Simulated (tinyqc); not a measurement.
Plane-wave Kohn-Sham cycle with exchange-only LDA in a layered model solid, step by step. Computed by tinyqc, a small Python program that keeps every step. Settings: points = 16, plane-wave index or count = 2, electrons = 2, k points = 3, area = 8.0, mixing = 0.1, iteration cap = 61. Command: `OMP_NUM_THREADS=1 python tinyqc.py 30829 30830 out.jsonl` (the two numbers bound the seeds that draw the settings). One thread of a shared host (Intel(R) Xeon(R) Processor @ 2.60GHz), about 0.02 s of CPU time with the checks. Later iterations appear only in the table of the cycle.

## Iteration 1: potential

A solid whose potential varies along x alone (atomic units):
```
parameter                      value
period a                    4.300000
cross-section of the cell   8.000000
electrons per cell                 2
grid points                       16
plane waves -n..n, n               2
k points                           3
V1 in V1 cos(2 pi x/a)     -0.450000
```

density at the start, on the grid x_j = j a/N (e/bohr^3): [0.05813953, 0.05813953, 0.05813953, 0.05813953, 0.05813953, 0.05813953, 0.05813953, 0.05813953, 0.05813953, 0.05813953, 0.05813953, 0.05813953, 0.05813953, 0.05813953, 0.05813953, 0.05813953]

V_H(G) = 4 pi rho(G)/G^2 for G != 0 (uniform background); v_x = -(3 rho/pi)^(1/3); V = V_ext + V_H + v_x; Fourier components f(G_m) = (1/N) sum_j f(x_j) exp(-i G_m x_j).

Potentials on the grid (hartree):
```
x             V_ext       V_H        v_x          V
0.000000  -0.450000  0.000000  -0.381488  -0.831488
0.268750  -0.415746  0.000000  -0.381488  -0.797234
0.537500  -0.318198  0.000000  -0.381488  -0.699686
0.806250  -0.172208  0.000000  -0.381488  -0.553696
1.075000          0  0.000000  -0.381488  -0.381488
1.343750   0.172208  0.000000  -0.381488  -0.209281
1.612500   0.318198  0.000000  -0.381488  -0.063290
1.881250   0.415746  0.000000  -0.381488   0.034258
2.150000   0.450000  0.000000  -0.381488   0.068512
2.418750   0.415746  0.000000  -0.381488   0.034258
2.687500   0.318198  0.000000  -0.381488  -0.063290
2.956250   0.172208  0.000000  -0.381488  -0.209281
3.225000          0  0.000000  -0.381488  -0.381488
3.493750  -0.172208  0.000000  -0.381488  -0.553696
3.762500  -0.318198  0.000000  -0.381488  -0.699686
4.031250  -0.415746  0.000000  -0.381488  -0.797234
```

V(G_m), m = 0, 1, 2, ... (hartree): [-0.381488, -0.225000, 0.000000, 0.000000, 0.000000]

## Iteration 1: Hamiltonian at one k

k = 0.000000 2 pi / a

H(m,m') = (k + G_m)^2/2 delta + V(G_m - G_m'), with V(-G) = V(G).

H (hartree), order -2, -1, +0, +1, +2:
```
[[3.888757, -0.225000, 0.000000, 0.000000, 0.000000],
 [-0.225000, 0.686073, -0.225000, 0.000000, 0.000000],
 [0.000000, -0.225000, -0.381488, -0.225000, 0.000000],
 [0.000000, 0.000000, -0.225000, 0.686073, -0.225000],
 [0.000000, 0.000000, 0.000000, -0.225000, 3.888757]]
```

## Iteration 1: levels at that k

Diagonalise the Hermitian matrix.

eigenvalues (hartree): [-0.469961, 0.670343, 0.758701, 3.904487, 3.904603]

## Iteration 1: new density

Motion across x is left out: the lowest 1 band(s) hold two electrons at each of the k points (j + 1/2)/nk - 1/2. Residual R = rho(out) - rho(in); rho(new) = rho(in) + 0.1 R. rho(out) = 2/(a A nk) sum |psi|^2 with psi = sum c exp(i G x). Harris energy E = band energy - dV sum rho (V_H/2 + v_x) + (3/4) dV sum rho v_x with rho(in), dV = a A/N, band energy = (2/nk) sum of the filled levels.

rho(out) (e/bohr^3): [0.11933972, 0.11260488, 0.09485125, 0.07195084, 0.04999352, 0.03278831, 0.02139994, 0.01521410, 0.01328714, 0.01521410, 0.02139994, 0.03278831, 0.04999352, 0.07195084, 0.09485125, 0.11260488]

density after iteration 1 (e/bohr^3): [0.06425955, 0.06358607, 0.06181071, 0.05952067, 0.05732493, 0.05560441, 0.05446558, 0.05384699, 0.05365430, 0.05384699, 0.05446558, 0.05560441, 0.05732493, 0.05952067, 0.06181071, 0.06358607]

energy per cell = -0.65133647 hartree

## Iteration 2: potential

As before.

Potentials on the grid (hartree):
```
x             V_ext        V_H        v_x          V
0.000000  -0.450000   0.032125  -0.394430  -0.812304
0.268750  -0.415746   0.029400  -0.393047  -0.779393
0.537500  -0.318198   0.021816  -0.389354  -0.685737
0.806250  -0.172208   0.010939  -0.384485  -0.545754
1.075000          0  -0.001200  -0.379698  -0.380898
1.343750   0.172208  -0.012637  -0.375861  -0.216290
1.612500   0.318198  -0.021817  -0.373277  -0.076896
1.881250   0.415746  -0.027702  -0.371858   0.016185
2.150000   0.450000  -0.029723  -0.371414   0.048863
2.418750   0.415746  -0.027702  -0.371858   0.016185
2.687500   0.318198  -0.021817  -0.373277  -0.076896
2.956250   0.172208  -0.012637  -0.375861  -0.216290
3.225000          0  -0.001200  -0.379698  -0.380898
3.493750  -0.172208   0.010939  -0.384485  -0.545754
3.762500  -0.318198   0.021816  -0.389354  -0.685737
4.031250  -0.415746   0.029400  -0.393047  -0.779393
```

V(G_m), m = 0, 1, 2, ... (hartree): [-0.381313, -0.215275, -0.000206, -0.000017, 0.000002]

## Iteration 2: Hamiltonian at one k

k = 0.000000 2 pi / a

As before.

H (hartree), order -2, -1, +0, +1, +2:
```
[[3.888932, -0.215275, -0.000206, -0.000017, 0.000002],
 [-0.215275, 0.686248, -0.215275, -0.000206, -0.000017],
 [-0.000206, -0.215275, -0.381313, -0.215275, -0.000206],
 [-0.000017, -0.000206, -0.215275, 0.686248, -0.215275],
 [0.000002, -0.000017, -0.000206, -0.215275, 3.888932]]
```

## Iteration 2: levels at that k

As before.

eigenvalues (hartree): [-0.462757, 0.672050, 0.752986, 3.903335, 3.903435]

## Iteration 2: new density

As before.

rho(out) (e/bohr^3): [0.11756365, 0.11109536, 0.09400391, 0.07185299, 0.05046477, 0.03355506, 0.02225076, 0.01605472, 0.01411376, 0.01605472, 0.02225076, 0.03355506, 0.05046477, 0.07185299, 0.09400391, 0.11109536]

density after iteration 2 (e/bohr^3): [0.06958996, 0.06833700, 0.06503003, 0.06075390, 0.05663892, 0.05339948, 0.05124409, 0.05006776, 0.04970024, 0.05006776, 0.05124409, 0.05339948, 0.05663892, 0.06075390, 0.06503003, 0.06833700]

energy per cell = -0.63491849 hartree

## Convergence

Stop when sqrt(dV sum R^2) is below 1e-8, dV = a A/N.

Course of the cycle:
```
iteration  E (hartree)  norm of the residual
1          -0.65133647              2.20e-01
2          -0.63491849              1.93e-01
3          -0.62227207              1.69e-01
4          -0.61259721              1.47e-01
5          -0.60523424              1.28e-01
6          -0.59965345              1.12e-01
7          -0.59543687              9.73e-02
8          -0.59225891              8.46e-02
9          -0.58986833              7.36e-02
10         -0.58807267              6.40e-02
11         -0.58672536              5.56e-02
...                ...                   ...
51         -0.58270139              2.42e-04
52         -0.58270139              2.14e-04
53         -0.58270138              1.89e-04
54         -0.58270138              1.67e-04
55         -0.58270137              1.48e-04
56         -0.58270137              1.31e-04
57         -0.58270137              1.17e-04
58         -0.58270137              1.04e-04
59         -0.58270137              9.22e-05
60         -0.58270137              8.21e-05
61         -0.58270137              7.31e-05
```

Not converged within 61 iterations: the residual falls steadily but slowly, by a factor of about 0.89 a step. Reruns (cap 100 unless said): mixing 0.5, Kerker q0 1.0: converged in 32 (E = -0.58270); mixing 0.3, Pulay depth 5: converged in 9 (E = -0.58270); the original settings with a cap of 400: converged in 147 (E = -0.58270).
